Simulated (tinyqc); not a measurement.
What moves the results: Gamma, L and X subbands of a thin body with non-parabolic valleys. A value that a table varies takes the place of the one given here.

Hard walls, flat band, c = hbar^2/2m0, energies from the bulk Gamma edge. For a valley at angle theta to the normal 1/m_z = cos^2/ml + sin^2/mt and m_d = sqrt(ml mt^2/m_z). Subband n starts at E_v + e with e (1 + a e) = c (n pi/t)^2/m_z, and its density-of-states mass is taken as m_d (1 + 2 a e), without further growth at higher in-plane energy. Groups are named by valley and degeneracy.

n_i = g m/(2 pi c) kB T ln(1 + exp((EF - E_i)/kB T)), sum n_i = Ns (1e12/cm^2 = 1e-4/angstrom^2), c = hbar^2/2m0. Quantum capacitance Cq = 1602.176634 sum g m/(2 pi c) f_i in microfarad/cm^2 with f_i = 1/(1 + exp((E_i - EF)/kB T)); Cox = 34.5313/eot (one gate); C/Cox = Cq/(Cq + Cox), the centroid term left out.

Constants: hbar^2/2m0 = 3.80998211 eV angstrom^2; kB = 8.617333262e-05 eV/K.

Inputs chosen for the exercise (near those of a thin GaSb channel; the results hold for these values, not for the real material):
```
symbol  value                          unit         meaning
face    100                                         surface
mG      0.0393                         m0           Gamma mass
aG      1.13                           1/eV         Gamma non-parabolicity
EL      0.046                          eV           L edge above Gamma
mL      (1.325, 0.102)                 m0           L valleys (four, along <111>): ml, mt
EX      0.31                           eV           X edge above Gamma
mX      (1.488, 0.225)                 m0           X valleys (three, along <100>): ml, mt
aS      0.55                           1/eV         non-parabolicity of L and X
Ns      3.6                            x 1e12/cm^2  sheet density
T       300                            K            temperature
eot     12                             angstrom     equivalent oxide thickness
ts      (20, 26, 34, 45, 60, 85, 130)  angstrom     thicknesses
t       50                             angstrom     body thickness
Nl      (0.5, 1, 2, 4, 7, 11, 16)      x 1e12/cm^2  sheet densities
```

## Thinning the body

Lowest edge of each valley type, the lowest group, the Gamma share and C/Cox, with n = 1 to 8 of all groups.

Results:
```
t (angstrom),Gamma (eV),L (eV),X (eV),lowest,Gamma share (%),C/Cox
20,1.078,0.546,0.371,X1,0.0,0.812
26,0.761,0.367,0.347,X1,0.0,0.876
34,0.521,0.245,0.332,L4,0.0,0.874
45,0.341,0.164,0.322,L4,0.0,0.873
60,0.214,0.114,0.317,L4,0.1,0.873
85,0.117,0.081,0.313,L4,1.0,0.873
130,0.053,0.061,0.311,G1,3.6,0.876
```

From 130 down to 20 angstrom Gamma rises by 1.02 eV, L by 0.49 and X by 0.06 eV, the light Gamma mass moving most. The lowest group changes from G1 to L4 between 130 and 85 angstrom. The lowest group changes from L4 to X1 between 34 and 26 angstrom. The Gamma share goes from 4 % to 0 %. C/Cox is 0.88 and 0.81 at the ends and lies between 0.81 and 0.88. Hard walls overstate the rise in the thinnest rows.

## Raising the sheet density

Fixed thickness, n = 1 to 8 of all groups; the gate overdrive above the lowest edge is (EF - E_lowest)/e + 0.1602177 Ns/Cox in volts.

Results:
```
Ns (1e12/cm^2),EF - lowest (eV),Gamma share (%),Cq,C/Cox,overdrive (V)
0.5,-0.087,0.0,3.05,0.514,-0.059
1.0,-0.068,0.0,5.99,0.676,-0.013
2.0,-0.050,0.0,11.59,0.801,0.062
4.0,-0.030,0.0,21.69,0.883,0.193
7.0,-0.013,0.0,34.49,0.923,0.377
11.0,0.003,0.0,47.95,0.943,0.615
16.0,0.018,0.0,60.36,0.954,0.909
```

The lowest subband is L4 n=1; the light Gamma level lies 146 meV above it, lifted there by confinement. At the highest density band filling takes 0.018 V of the 0.909 V overdrive. Cq grows from 3.0 to 60.4 microfarad/cm^2 while EF moves from -0.087 to +0.018 eV against the lowest edge; the Gamma share stays near 0 %.

## What each parameter does

n = 1 to 8 of all groups. Each row changes one parameter from the base and keeps the others.

Results:
```
case,lowest edge (eV),EF (eV),Gamma share (%),C/Cox
base,0.143,0.110,0.0,0.873
t = 44 angstrom,0.169,0.136,0.0,0.873
mG = 0.0452 m0,0.143,0.110,0.1,0.873
aG = 0.79 1/eV,0.143,0.110,0.0,0.873
EL = -0.004 eV,0.093,0.060,0.0,0.873
Ns = 5.4 x 1e12/cm^2,0.143,0.122,0.0,0.907
eot = 10 angstrom,0.143,0.110,0.0,0.851
T = 250 K,0.143,0.120,0.0,0.890
```

The largest shifts from the base row, up to three for each result and ties (the steps differ in size, so this ranks the rows, not the parameters). lowest edge (eV): EL -0.050, t +0.027; unchanged at the printed digits by mG, aG, Ns, eot and T. EF (eV): EL -0.050, t +0.026, Ns +0.012; unchanged at the printed digits by mG, aG and eot. Gamma share (%): mG +0.1; unchanged at the printed digits by t, aG, EL, Ns, eot and T. C/Cox: Ns +0.034, eot -0.022, T +0.017; unchanged at the printed digits by t, mG, aG and EL.

Computed by tinyqc, a small Python program: `OMP_NUM_THREADS=1 python tinyqc.py 1282381 1282382 out.jsonl` (the numbers bound the seed that draws the inputs); one thread of a shared host (Intel(R) Xeon(R) Processor @ 2.30GHz), about 0.05 s for the whole set of steps.
